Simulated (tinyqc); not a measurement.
# Voltage drop against the resistance of a horizontal segment

A grid of 25 by 25 nodes with segments Rx (rows) and Ry (columns); every node draws I1 and the central node kh I1; pads with resistance Rp sit at the nodes whose row and column are multiples of the pitch, counting from 0. The drops u = Vdd - V follow from G u = i, with G the conductance matrix and i the load currents, solved directly. Here the pitch is 4.

Parameters, values chosen for the exercise:
- Vdd = 1 V (supply voltage)
- Ry = 0.54 ohm (resistance of a vertical segment)
- Rp = 0.14 ohm (resistance from a pad node to the supply)
- kh = 1 (factor on the load at the hot node)
- I1 = 0.13 mA (load current of a node in the large grid)

Result of one run:
```
Rx (ohm)	pads	worst drop (mV)	mean drop (mV)	largest drop at a pad (mV)	largest pad current (mA)	worst drop over Vdd (%)
0.74	49	0.72145	0.56682	0.28766	2.0547	0.072145
```

What becomes of these results when the resistance of a horizontal segment Rx is changed from 0.74 to 0.19 ohm, all else the same?

Result of the changed run:
```
Rx (ohm)	pads	worst drop (mV)	mean drop (mV)	largest drop at a pad (mV)	largest pad current (mA)	worst drop over Vdd (%)
0.19	49	0.51506	0.41270	0.28359	2.0256	0.051506
```

The whole series:
```
Rx (ohm)	pads	worst drop (mV)	mean drop (mV)	largest drop at a pad (mV)	largest pad current (mA)	worst drop over Vdd (%)
0.046	49	0.43479	0.35039	0.27602	1.9716	0.043479
0.093	49	0.46461	0.37312	0.27992	1.9994	0.046461
0.19	49	0.51506	0.41270	0.28359	2.0256	0.051506
0.37	49	0.59158	0.47185	0.28615	2.0439	0.059158
0.74	49	0.72145	0.56682	0.28766	2.0547	0.072145
1.5	49	0.95076	0.72174	0.28830	2.0593	0.095076
3	49	1.3637	0.98402	0.28857	2.0612	0.13637
```

The worst drop rises from 0.435 to 1.36 mV and the mean drop rises from 0.350 to 0.984 mV. The worst drop goes as Rx^(0.09) between the first two rows and Rx^(0.52) between the last two. The central node is itself a pad.

Program tinyqc, `OMP_NUM_THREADS=1 python tinyqc.py 2770195 2770196 out.jsonl`; Intel Xeon 2.30GHz, shared host, one thread, about 0.3 s.
